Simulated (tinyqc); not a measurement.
Worked calculation: RKS/PBE0 in the sto-3g basis, for H3-, spin multiplicity 1. The basis has no diffuse functions, so it cannot describe the extra electron: this is an exercise in the method, not the real anion. Computed by tinyqc, a small Python program that keeps every step (integrals from PySCF). Settings: charge = -1, multiplicity = 1, basis = sto-3g, energy threshold = 1e-09, iteration cap = 63, orthogonalisation = symmetric, start = atomic densities, DIIS depth = 0, damping = 0.3, method = RKS, functional = pbe0, grid = [15, 50]. Command: `OMP_NUM_THREADS=1 python tinyqc.py 28542 28543 out.jsonl` (the two numbers bound the seeds that draw the settings). One thread of a shared host (Intel(R) Xeon(R) Processor @ 2.60GHz), about 0.3 s of CPU time with the checks. Later iterations appear only in the table of the cycle.

## One-electron integrals

Geometry (angstrom):

| atom | x | y | z |
|---|---|---|---|
| H | 0.00000 | 0.00000 | 0.00000 |
| H | 0.00000 | 0.00000 | 0.84500 |
| H | 0.00000 | 0.47200 | -0.70200 |

Basis sto-3g: exponents (1/bohr^2) and contraction coefficients of normalised primitives:

| element | l (shell) | exponent | coefficient |
|---|---|---|---|
| H | s (1) | 3.42525 | 0.15433 |
| H | s (1) | 0.62391 | 0.53533 |
| H | s (1) | 0.16886 | 0.44463 |

Overlap, kinetic and nuclear-attraction integrals over the contracted functions; the nuclear repulsion is the sum of Za Zb / Rab.

nuclear repulsion = 1.5789832 hartree

overlap S, lower triangle:
```
         1H 1s    2H 1s    3H 1s
1H 1s  1.00000
2H 1s  0.59189  1.00000
3H 1s  0.59130  0.21645  1.00000
```

kinetic energy T (hartree), lower triangle:
```
         1H 1s    2H 1s    3H 1s
1H 1s  0.76003
2H 1s  0.17914  0.76003
3H 1s  0.17867  0.00142  0.76003
```

nuclear attraction V (hartree), lower triangle:
```
          1H 1s     2H 1s     3H 1s
1H 1s  -2.40790
2H 1s  -1.27600  -2.14390
3H 1s  -1.27438  -0.43208  -2.14339
```

core Hamiltonian H = T + V (hartree), lower triangle:
```
          1H 1s     2H 1s     3H 1s
1H 1s  -1.64787
2H 1s  -1.09687  -1.38387
3H 1s  -1.09571  -0.43066  -1.38335
```

## Two-electron integrals

Functions are numbered as in S; the eight-fold symmetry (ij|kl) = (ji|kl) = (kl|ij) leaves the list below.

Two-electron integrals (ij|kl) in chemists' order, unique and non-zero (hartree):
```
(11|11) 0.77461   (21|11) 0.38658   (21|21) 0.23329   (22|11) 0.53129
(22|21) 0.38658   (22|22) 0.77461   (31|11) 0.38609   (31|21) 0.18283
(31|22) 0.24396   (31|31) 0.23277   (32|11) 0.13213   (32|21) 0.07282
(32|22) 0.11230   (32|31) 0.07275   (32|32) 0.02593   (33|11) 0.53095
(33|21) 0.24413   (33|22) 0.32283   (33|31) 0.38609   (33|32) 0.11230
(33|33) 0.77461
```

## Orthogonalisation

S = U s U^T; symmetric (Loewdin) form X = U s^(-1/2) U^T, so that X^T S X = 1.

eigenvalues of S: 0.26461  0.78355  1.95184

X, lower triangle:
```
          1H 1s    2H 1s    3H 1s
1H 1s   1.40867
2H 1s  -0.43096  1.19066
3H 1s  -0.43034  0.06070  1.19015
```

## Starting guess

The start is atomic minimal-basis densities projected into this basis (PySCF's MINAO start) and scaled to the electron count of each spin; this density is not idempotent, so its energy is not variational and may lie below the converged one.

D at the start, lower triangle:
```
         1H 1s    2H 1s    3H 1s
1H 1s  1.14316
2H 1s  0.12100  1.27104
3H 1s  0.12099  0.06561  1.27109
```

## Iteration 1: exchange-correlation on the grid

Becke grid with 15 radial and 50 angular points per atom, points of zero weight dropped. rho = sum D_ij phi_i phi_j; V_xc,ij = sum w v_xc phi_i phi_j plus the gradient terms; v_xc is d(rho eps)/d rho at fixed gradient. Exact exchange is left to K.

The 16 grid points with the largest w rho, of 2244 (bohr, atomic units):

| x | y | z | w | rho | \|grad rho\|^2 | eps_xc | v_xc |
|---|---|---|---|---|---|---|---|
| 0.82663 | 0.82663 | 0.00000 | 0.14468 | 0.06919 | 0.01717 | -0.27878 | -0.34755 |
| -0.82663 | 0.82663 | 0.00000 | 0.14468 | 0.06919 | 0.01717 | -0.27878 | -0.34755 |
| 0.35248 | 1.05743 | 0.35248 | 0.13354 | 0.07133 | 0.01717 | -0.28091 | -0.35229 |
| -0.35248 | 1.05743 | 0.35248 | 0.13354 | 0.07133 | 0.01717 | -0.28091 | -0.35229 |
| 0.82663 | 0.06532 | -1.32659 | 0.13937 | 0.06369 | 0.01657 | -0.27309 | -0.33524 |
| -0.82663 | 0.06532 | -1.32659 | 0.13937 | 0.06369 | 0.01657 | -0.27309 | -0.33524 |
| 0.00000 | 1.71859 | -0.49995 | 0.15564 | 0.05669 | 0.01444 | -0.26498 | -0.32007 |
| 0.67494 | 0.67494 | 0.67494 | 0.10544 | 0.08175 | 0.02015 | -0.29188 | -0.37028 |
| -0.67494 | 0.67494 | 0.67494 | 0.10544 | 0.08175 | 0.02015 | -0.29188 | -0.37028 |
| 1.05743 | 0.35248 | 0.35248 | 0.13616 | 0.06317 | 0.01595 | -0.27227 | -0.33485 |
| -1.05743 | 0.35248 | 0.35248 | 0.13616 | 0.06317 | 0.01595 | -0.27227 | -0.33485 |
| 0.00000 | -0.82663 | -0.82663 | 0.15667 | 0.05429 | 0.01354 | -0.26199 | -0.31487 |
| -0.82663 | 0.00000 | -0.82663 | 0.10737 | 0.07870 | 0.02001 | -0.28892 | -0.36456 |
| 0.82663 | 0.00000 | -0.82663 | 0.10737 | 0.07870 | 0.02001 | -0.28892 | -0.36456 |
| 0.82663 | 0.89195 | -0.49995 | 0.10466 | 0.08070 | 0.02045 | -0.29094 | -0.36805 |
| -0.82663 | 0.89195 | -0.49995 | 0.10466 | 0.08070 | 0.02045 | -0.29094 | -0.36805 |

electrons on the grid, sum of w rho = 3.99990

E_xc = sum of w rho eps_xc = -1.1948323 hartree

V_xc (hartree), lower triangle:
```
          1H 1s     2H 1s     3H 1s
1H 1s  -0.40207
2H 1s  -0.22119  -0.37942
3H 1s  -0.22092  -0.07486  -0.37935
```

## Iteration 1: building the Kohn-Sham matrix

J_ij = sum D_kl (ij|kl), K_ij = sum D_kl (ik|jl); F = H + J - 0.125 K + V_xc; E = tr D H + tr D J / 2 - 0.0625 tr D K + E_xc + E_nn.

Coulomb J (hartree), lower triangle:
```
         1H 1s    2H 1s    3H 1s
1H 1s  2.43998
2H 1s  1.35384  2.16956
3H 1s  1.35231  0.47514  2.16913
```

exchange K (hartree), lower triangle:
```
         1H 1s    2H 1s    3H 1s
1H 1s  1.68885
2H 1s  1.17715  1.41010
3H 1s  1.17597  0.59402  1.40941
```

Kohn-Sham matrix F (hartree), lower triangle:
```
          1H 1s     2H 1s    3H 1s
1H 1s   0.17893
2H 1s  -0.11136   0.23000
3H 1s  -0.11131  -0.10464  0.23025
```

total energy of this density = -1.4785222 hartree

This density is the starting one; it is not idempotent, so its energy is not variational and may lie below the converged one.

## Iteration 1: diagonalisation and new density

Diagonalise F' = X^T F X, C = X C', fill 2 alpha and 2 beta electrons from the bottom; D = 2 C_occ C_occ^T; the new density keeps 0.3 of the old one (damping). Each column has its largest component positive (the first on a tie).

F' = X^T F X (hartree), lower triangle:
```
          1        2        3
1   0.67176
2  -0.41392  0.46513
3  -0.41341  0.03775  0.46484
```

orbital energies (hartree): MO1 -0.00384, MO2 0.42724, MO3 1.17833

coefficients C:
```
           MO1       MO2       MO3
1H 1s  0.46171  -0.00014   1.46359
2H 1s  0.38705  -0.79845  -0.90540
3H 1s  0.38670   0.79920  -0.90393
```

D after iteration 1, lower triangle:
```
         1H 1s     2H 1s    3H 1s
1H 1s  0.64140
2H 1s  0.28664   1.48357
3H 1s  0.28610  -0.66415  1.48489
```

## Iteration 2: exchange-correlation on the grid

As before.

The 16 grid points with the largest w rho, of 2244 (bohr, atomic units):

| x | y | z | w | rho | \|grad rho\|^2 | eps_xc | v_xc |
|---|---|---|---|---|---|---|---|
| 0.82663 | 0.06532 | -1.32659 | 0.13937 | 0.06710 | 0.01982 | -0.27787 | -0.33932 |
| -0.82663 | 0.06532 | -1.32659 | 0.13937 | 0.06710 | 0.01982 | -0.27787 | -0.33932 |
| -0.82663 | -0.82663 | 1.59682 | 0.16113 | 0.05743 | 0.01696 | -0.26748 | -0.31797 |
| 0.82663 | -0.82663 | 1.59682 | 0.16113 | 0.05743 | 0.01696 | -0.26748 | -0.31797 |
| 0.00000 | 1.71859 | -0.49995 | 0.15564 | 0.05910 | 0.01756 | -0.26937 | -0.32168 |
| 0.82663 | 0.82663 | 1.59682 | 0.16113 | 0.05620 | 0.01660 | -0.26614 | -0.31504 |
| -0.82663 | 0.82663 | 1.59682 | 0.16113 | 0.05620 | 0.01660 | -0.26614 | -0.31504 |
| 0.00000 | 0.06532 | -2.15322 | 0.16263 | 0.05550 | 0.01619 | -0.26521 | -0.31369 |
| 0.82663 | 1.71859 | -1.32659 | 0.16293 | 0.05320 | 0.01530 | -0.26246 | -0.30842 |
| -0.82663 | 1.71859 | -1.32659 | 0.16293 | 0.05320 | 0.01530 | -0.26246 | -0.30842 |
| -0.82663 | 0.89195 | -2.15322 | 0.16296 | 0.05298 | 0.01509 | -0.26208 | -0.30813 |
| 0.82663 | 0.89195 | -2.15322 | 0.16296 | 0.05298 | 0.01509 | -0.26208 | -0.30813 |
| 0.67494 | 1.56690 | -0.65164 | 0.14686 | 0.05860 | 0.01742 | -0.26884 | -0.32052 |
| -0.67494 | 1.56690 | -0.65164 | 0.14686 | 0.05860 | 0.01742 | -0.26884 | -0.32052 |
| 0.00000 | -0.82663 | 2.42345 | 0.16296 | 0.05269 | 0.01493 | -0.26168 | -0.30751 |
| 0.82663 | 0.00000 | 2.42345 | 0.16296 | 0.05240 | 0.01483 | -0.26134 | -0.30686 |

electrons on the grid, sum of w rho = 3.99984

E_xc = sum of w rho eps_xc = -1.1984929 hartree

V_xc (hartree), lower triangle:
```
          1H 1s     2H 1s     3H 1s
1H 1s  -0.37978
2H 1s  -0.21673  -0.38775
3H 1s  -0.21647  -0.07360  -0.38774
```

## Iteration 2: building the Kohn-Sham matrix

As before.

Coulomb J (hartree), lower triangle:
```
         1H 1s    2H 1s    3H 1s
1H 1s  2.34047
2H 1s  1.32561  2.18136
3H 1s  1.32425  0.46702  2.18141
```

exchange K (hartree), lower triangle:
```
         1H 1s    2H 1s    3H 1s
1H 1s  1.38825
2H 1s  1.02837  1.45143
3H 1s  1.02729  0.40044  1.45144
```

Kohn-Sham matrix F (hartree), lower triangle:
```
          1H 1s     2H 1s    3H 1s
1H 1s   0.13928
2H 1s  -0.11653   0.22831
3H 1s  -0.11635  -0.08730  0.22889
```

total energy of this density = -1.3957130 hartree

This density is a damped mixture and is not idempotent, and it still holds part of the atomic start, so its energy may lie below the converged one.

## Iteration 2: diagonalisation and new density

As before.

F' = X^T F X (hartree), lower triangle:
```
          1        2        3
1   0.61134
2  -0.40928  0.46343
3  -0.40876  0.06031  0.46351
```

orbital energies (hartree): MO1 -0.01254, MO2 0.40316, MO3 1.14766

coefficients C:
```
           MO1       MO2       MO3
1H 1s  0.51115   0.00030   1.44706
2H 1s  0.35638  -0.79846  -0.91789
3H 1s  0.35547   0.79919  -0.91667
```

D after iteration 2, lower triangle:
```
         1H 1s     2H 1s    3H 1s
1H 1s  0.55820
2H 1s  0.34069   1.51544
3H 1s  0.34054  -0.91526  1.51655
```

## Iteration 17 (converged): orbitals

converged F (hartree), lower triangle:
```
          1H 1s     2H 1s    3H 1s
1H 1s   0.13860
2H 1s  -0.11250   0.23112
3H 1s  -0.11232  -0.07700  0.23169
```

Diagonalise F' = X^T F X, C = X C', fill 2 alpha and 2 beta electrons from the bottom; D = 2 C_occ C_occ^T. Each column has its largest component positive (the first on a tie).

F' = X^T F X (hartree), lower triangle:
```
          1        2        3
1   0.60507
2  -0.40733  0.46445
3  -0.40683  0.07088  0.46451
```

orbital energies (hartree): MO1 -0.00653, MO2 0.39360, MO3 1.14697

coefficients C:
```
           MO1       MO2       MO3
1H 1s  0.52204   0.00033   1.44317
2H 1s  0.34946  -0.79848  -0.92053
3H 1s  0.34855   0.79917  -0.91934
```

D after iteration 17, lower triangle:
```
         1H 1s     2H 1s    3H 1s
1H 1s  0.54504
2H 1s  0.36434   1.51938
3H 1s  0.36444  -1.03263  1.52033
```

## Convergence

Stop when the energy changes by less than 1e-09 hartree and every element of the error matrix X^T (F D S - S D F) X is below 9e-06.

Course of the cycle:

| iteration | E (hartree) | change | largest element of the error matrix |
|---|---|---|---|
| 1 | -1.4785222 | - | 2.90e-02 |
| 2 | -1.3957130 | 8.28e-02 | 6.85e-02 |
| 3 | -1.3755458 | 2.02e-02 | 3.07e-02 |
| 4 | -1.3701114 | 5.43e-03 | 1.11e-02 |
| 5 | -1.3685431 | 1.57e-03 | 3.68e-03 |
| 6 | -1.3680784 | 4.65e-04 | 1.17e-03 |
| 7 | -1.3679395 | 1.39e-04 | 3.63e-04 |
| 8 | -1.3678979 | 4.16e-05 | 1.11e-04 |
| 9 | -1.3678854 | 1.25e-05 | 3.38e-05 |
| 10 | -1.3678817 | 3.74e-06 | 1.02e-05 |
| 11 | -1.3678806 | 1.12e-06 | 3.09e-06 |
| 12 | -1.3678802 | 3.37e-07 | 9.29e-07 |
| 13 | -1.3678801 | 1.01e-07 | 2.79e-07 |
| 14 | -1.3678801 | 3.03e-08 | 8.39e-08 |
| 15 | -1.3678801 | 9.10e-09 | 2.52e-08 |
| 16 | -1.3678801 | 2.73e-09 | 7.56e-09 |
| 17 | -1.3678801 | 8.19e-10 | 2.27e-09 |

PySCF RKS in the same basis, fine grid = -1.3679305 hartree

Converged in 17 iterations. The coarse grid moves the energy by +5.04e-05 hartree.

## Populations, bond orders and dipole

Mulliken: Z minus the diagonal of D S on the atom; Loewdin: the same with S^(1/2) D S^(1/2); Mayer order: 2 sum_s sum (D(s) S)_ij (D(s) S)_ji over the two atoms.

Charges (e):

| atom | Mulliken | Loewdin |
|---|---|---|
| 1H | 0.02382 | 0.06044 |
| 2H | -0.51151 | -0.52979 |
| 3H | -0.51230 | -0.53065 |

Mayer bond orders:

| pair | order |
|---|---|
| 2-1 | 0.50012 |
| 3-1 | 0.49931 |
| 3-2 | 0.23823 |

dipole moment about the origin, x y z (debye): 0.00000  -1.16145  -0.34868
